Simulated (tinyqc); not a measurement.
Worked calculation: UHF in the sto-6g basis, for BeH, spin multiplicity 2. This run ends on a higher stationary point, not on the lowest solution. One step of it, computed by the program tinyqc.

Problem. Iteration 3: building the Fock matrix. J_ij = sum D_kl (ij|kl) with D = D(alpha) + D(beta), K_ij = sum D_kl (ik|jl) for each spin; F = H + J - K(s); E = tr D H + tr D J / 2 - 0.5 sum_s tr D(s) K(s) + E_nn.

D(alpha) after iteration 2, order 1Be 1s, 1Be 2s, 1Be 2px, 1Be 2py, 1Be 2pz, 2H 1s:
$$\begin{pmatrix}
1.068276 & -0.269252 & -0.031339 & 0.025224 & -0.013723 & 0.026518 \\
-0.269252 & 1.061527 & 0.111355 & -0.082303 & 0.048040 & -0.117330 \\
-0.031339 & 0.111355 & 0.015500 & -0.006869 & -0.004961 & -0.071579 \\
0.025224 & -0.082303 & -0.006869 & 0.007230 & -0.008402 & -0.018591 \\
-0.013723 & 0.048040 & -0.004961 & -0.008402 & 0.028454 & 0.150396 \\
0.026518 & -0.117330 & -0.071579 & -0.018591 & 0.150396 & 0.935534
\end{pmatrix}$$

D(beta) after iteration 2, order 1Be 1s, 1Be 2s, 1Be 2px, 1Be 2py, 1Be 2pz, 2H 1s:
$$\begin{pmatrix}
0.992693 & 0.009815 & -0.000487 & 0.001608 & -0.000911 & -0.051616 \\
0.009815 & 0.031283 & -0.001041 & -0.000614 & 0.009041 & 0.168526 \\
-0.000487 & -0.001041 & 0.000035 & 0.000020 & -0.000300 & -0.005592 \\
0.001608 & -0.000614 & 0.000020 & 0.000015 & -0.000184 & -0.003500 \\
-0.000911 & 0.009041 & -0.000300 & -0.000184 & 0.002627 & 0.049101 \\
-0.051616 & 0.168526 & -0.005592 & -0.003500 & 0.049101 & 0.918911
\end{pmatrix}$$

core Hamiltonian H = T + V (hartree), order 1Be 1s, 1Be 2s, 1Be 2px, 1Be 2py, 1Be 2pz, 2H 1s:
$$\begin{pmatrix}
-8.146484 & -1.909182 & 0.000000 & 0.000000 & -0.004884 & -0.028339 \\
-1.909182 & -2.280192 & 0.000000 & 0.000000 & -0.050042 & -0.195419 \\
0.000000 & 0.000000 & -1.830043 & 0.000000 & 0.000000 & 0.000000 \\
0.000000 & 0.000000 & 0.000000 & -1.830043 & 0.000000 & 0.000000 \\
-0.004884 & -0.050042 & 0.000000 & 0.000000 & -1.856755 & -0.263326 \\
-0.028339 & -0.195419 & 0.000000 & 0.000000 & -0.263326 & -1.272798
\end{pmatrix}$$

Two-electron integrals (ij|kl) in chemists' order, unique and non-zero (hartree):
```
(11|11) 2.299996   (21|11) 0.361879   (21|21) 0.071926   (22|11) 0.570332
(22|21) 0.139654   (22|22) 0.417773   (31|31) 0.015252   (32|31) 0.022555
(32|32) 0.092340   (33|11) 0.570332   (33|21) 0.139654   (33|22) 0.417773
(33|33) 0.450117   (41|41) 0.015252   (42|41) 0.022555   (42|42) 0.092340
(43|43) 0.024258   (44|11) 0.570332   (44|21) 0.139654   (44|22) 0.417773
(44|33) 0.401601   (44|44) 0.450117   (51|51) 0.015252   (52|51) 0.022555
(52|52) 0.092340   (53|53) 0.024258   (54|54) 0.024258   (55|11) 0.570332
(55|21) 0.139654   (55|22) 0.417773   (55|33) 0.401601   (55|44) 0.401601
(55|55) 0.450117   (61|11) 0.005304   (61|21) 0.001032   (61|22) 0.002026
(61|33) 0.002010   (61|44) 0.002010   (61|51) 0.000102   (61|52) 0.000208
(61|55) 0.002059   (61|61) 0.000016   (62|11) 0.032225   (62|21) 0.008132
(62|22) 0.029347   (62|33) 0.028168   (62|44) 0.028168   (62|51) 0.000981
(62|52) 0.007597   (62|55) 0.031704   (62|61) 0.000131   (62|62) 0.004763
(63|31) 0.000458   (63|32) 0.002634   (63|53) 0.001006   (63|63) 0.000240
(64|41) 0.000458   (64|42) 0.002634   (64|54) 0.001006   (64|64) 0.000240
(65|11) 0.042615   (65|21) 0.010817   (65|22) 0.040118   (65|33) 0.038115
(65|44) 0.038115   (65|51) 0.001541   (65|52) 0.011784   (65|55) 0.044123
(65|61) 0.000178   (65|62) 0.007171   (65|65) 0.010881   (66|11) 0.200438
(66|21) 0.051063   (66|22) 0.199784   (66|33) 0.191270   (66|44) 0.191270
(66|51) 0.004880   (66|52) 0.049309   (66|55) 0.216812   (66|61) 0.000814
(66|62) 0.048959   (66|65) 0.076313   (66|66) 0.774999
```

nuclear repulsion = 0.80178365 hartree

Give: Coulomb J; exchange K(alpha); exchange K(beta); F(alpha); F(beta); total energy of this density.

Solution.

Coulomb J (hartree), order 1Be 1s, 1Be 2s, 1Be 2px, 1Be 2py, 1Be 2pz, 2H 1s:
$$\begin{pmatrix}
5.598 & 0.968 & 0.004 & -0.003 & 0.012 & 0.014 \\
0.968 & 1.971 & 0.019 & -0.014 & 0.107 & 0.191 \\
0.004 & 0.019 & 1.955 & 0.000 & 0.000 & 0.001 \\
-0.003 & -0.014 & 0.000 & 1.954 & 0.000 & 0.000 \\
0.012 & 0.107 & 0.000 & 0.000 & 2.005 & 0.276 \\
0.014 & 0.191 & 0.001 & 0.000 & 0.276 & 2.094
\end{pmatrix}$$

exchange K(alpha) (hartree), order 1Be 1s, 1Be 2s, 1Be 2px, 1Be 2py, 1Be 2pz, 2H 1s:
$$\begin{pmatrix}
2.339 & 0.363 & 0.000 & 0.001 & 0.000 & 0.006 \\
0.363 & 0.450 & 0.050 & -0.038 & 0.030 & 0.064 \\
0.000 & 0.050 & 0.110 & -0.003 & -0.005 & -0.011 \\
0.001 & -0.038 & -0.003 & 0.106 & -0.004 & -0.006 \\
0.000 & 0.030 & -0.005 & -0.004 & 0.136 & 0.110 \\
0.006 & 0.064 & -0.011 & -0.006 & 0.110 & 0.743
\end{pmatrix}$$

exchange K(beta) (hartree), order 1Be 1s, 1Be 2s, 1Be 2px, 1Be 2py, 1Be 2pz, 2H 1s:
$$\begin{pmatrix}
2.292 & 0.370 & 0.000 & 0.001 & 0.001 & 0.005 \\
0.370 & 0.102 & -0.001 & 0.000 & 0.021 & 0.082 \\
0.000 & -0.001 & 0.020 & 0.000 & 0.000 & -0.001 \\
0.001 & 0.000 & 0.000 & 0.020 & 0.000 & -0.001 \\
0.001 & 0.021 & 0.000 & 0.000 & 0.038 & 0.091 \\
0.005 & 0.082 & -0.001 & -0.001 & 0.091 & 0.736
\end{pmatrix}$$

F(alpha) (hartree), order 1Be 1s, 1Be 2s, 1Be 2px, 1Be 2py, 1Be 2pz, 2H 1s:
$$\begin{pmatrix}
-4.888 & -1.304 & 0.004 & -0.004 & 0.007 & -0.020 \\
-1.304 & -0.759 & -0.031 & 0.024 & 0.027 & -0.068 \\
0.004 & -0.031 & 0.015 & 0.003 & 0.005 & 0.011 \\
-0.004 & 0.024 & 0.003 & 0.018 & 0.004 & 0.006 \\
0.007 & 0.027 & 0.005 & 0.004 & 0.012 & -0.097 \\
-0.020 & -0.068 & 0.011 & 0.006 & -0.097 & 0.079
\end{pmatrix}$$

F(beta) (hartree), order 1Be 1s, 1Be 2s, 1Be 2px, 1Be 2py, 1Be 2pz, 2H 1s:
$$\begin{pmatrix}
-4.841 & -1.311 & 0.004 & -0.004 & 0.006 & -0.019 \\
-1.311 & -0.410 & 0.019 & -0.014 & 0.036 & -0.087 \\
0.004 & 0.019 & 0.105 & 0.000 & 0.000 & 0.002 \\
-0.004 & -0.014 & 0.000 & 0.104 & 0.000 & 0.000 \\
0.006 & 0.036 & 0.000 & 0.000 & 0.111 & -0.079 \\
-0.019 & -0.087 & 0.002 & 0.000 & -0.079 & 0.085
\end{pmatrix}$$

total energy of this density = -14.67599 hartree
